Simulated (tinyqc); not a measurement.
# Input admittance of a MOSFET at zero drain bias: distributed channel and distributed gate: effect of the channel length

Source and drain grounded, strong inversion, w = 2 pi f, Cox = eps0 eox/tox. The channel is an RC line of resistance 1/(mu Cox Vo) per square fed from both ends, so one finger has the intrinsic admittance y = i w Cox L tanh(g)/g per width, g = (1/2) sqrt(i w tau), tau = L^2/(mu Vo). The vertical resistance rv/L is in series with y, the overlaps 2 i w Cov in parallel: y_t = 1/(1/y + rv/L) + 2 i w Cov. The gate strip is a line of Rsh/L per length loaded by y_t, so a finger has Y = y_t Wf tanh(k)/k, k = (Wf/sd) sqrt(y_t Rsh/L); the device has Nf Y.

Low-frequency limits, with c = Cox L and ct = c + 2 Cov: R_strip = Rsh Wf/(3 sd^2 L Nf), R_ch = (c/ct)^2 L/(12 mu Cox Vo Wf Nf), R_vert = (c/ct)^2 rv/(L Wf Nf), C = ct Wf Nf. Z = 1/(Nf Y) = R + 1/(i w C), Q = |Im Z|/R, far-point signal |1/cosh k|.

Values chosen for this exercise; values of the order met in silicon radio-frequency transistors: relative permittivity of the gate insulator (close to silicon dioxide) eox = 3.9; insulator thickness tox = 3.4 nm; finger width Wf = 0.59 um; number of fingers Nf = 8; channel mobility mu = 130 cm^2/(V s); gate overdrive Vo = 0.49 V; sheet resistance of the gate Rsh = 20 ohm/square; vertical resistivity of the gate stack rv = 0 ohm um^2; number of ends at which a finger is contacted sd = 1; overlap and fringe capacitance on each side Cov = 0.16 fF/um; frequency f = 1.8 GHz.

Constants: eps0 = 8.8541878128e-14 F/cm where lengths are in cm. Results are converted to the units shown.

Result of one run:

| L (um) | w tau | \|k\| | R (ohm) | low-frequency R (ohm) | C (fF) | Q | signal at the far point |
|---|---|---|---|---|---|---|---|
| 0.8 | 1.136 | 0.02874 | 202.6 | 202.7 | 39.78 | 10.97 | 1.000 |

What becomes of these results when the channel length L is changed from 0.8 to 0.11 um, all else the same?

Result of the changed run:

| L (um) | w tau | \|k\| | R (ohm) | low-frequency R (ohm) | C (fF) | Q | signal at the far point |
|---|---|---|---|---|---|---|---|
| 0.11 | 0.02148 | 0.03207 | 22.61 | 22.61 | 6.784 | 576.5 | 1.000 |

The whole series:

| L (um) | w tau | \|k\| | R (ohm) | low-frequency R (ohm) | C (fF) | Q | signal at the far point |
|---|---|---|---|---|---|---|---|
| 0.03 | 0.001598 | 0.04049 | 18.34 | 18.34 | 2.949 | 1635 | 1.000 |
| 0.058 | 0.005973 | 0.03513 | 15.12 | 15.12 | 4.291 | 1363 | 1.000 |
| 0.11 | 0.02148 | 0.03207 | 22.61 | 22.61 | 6.784 | 576.5 | 1.000 |
| 0.22 | 0.08593 | 0.03024 | 48.17 | 48.17 | 12.06 | 152.2 | 1.000 |
| 0.42 | 0.3132 | 0.02931 | 100.3 | 100.3 | 21.64 | 40.72 | 1.000 |
| 0.8 | 1.136 | 0.02874 | 202.6 | 202.7 | 39.78 | 10.97 | 1.000 |
| 1.6 | 4.545 | 0.02730 | 416.4 | 420.2 | 75.90 | 2.798 | 0.9999 |
| 3 | 15.98 | 0.02131 | 727.2 | 801.9 | 110.2 | 1.104 | 0.9998 |

As L goes from 0.03 to 3, R goes from 18.3 through a minimum of 15.1 (at L = 0.058 among the rows listed) to 727 ohm, C rises from 2.95 to 110 fF and Q falls from 1640 to 1.10. R_strip falls as 1/L while R_ch grows with L, which gives the minimum of R.

Program tinyqc, `OMP_NUM_THREADS=1 python tinyqc.py 2262185 2262186 out.jsonl`; Intel Xeon 2.30GHz, shared host, one thread, about 0.01 s.
